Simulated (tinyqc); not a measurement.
Q-state Potts model on a small periodic square lattice: enumeration, Metropolis, heat-bath and Wolff steps: one step, computed by the program tinyqc.

E = -J x (number of nearest-neighbour bonds with equal states); n x n sites with periodic edges have 2 n^2 bonds. Order parameter m = (q f - 1)/(q - 1), f being the largest share of one state. Sites are numbered row by row from 0. Here q = 2 and n = 4.

Question. Scales. K = J/(k_B T); the infinite square lattice orders at K_c = ln(1 + sqrt(q)); Wolff bond probability p = 1 - exp(-K).

Inputs (values chosen for the exercise, for a model of domains or grain orientations): number of states q = 2; coupling J = 63 meV; temperature T = 979 K.

Constants: k_B = 8.617333262e-05 eV/K.

Give: K; K_c; T_c of the infinite lattice; p.

Answer.

K = 0.7468

K_c = 0.8814

T_c of the infinite lattice = 829.5 K

p = 0.5261
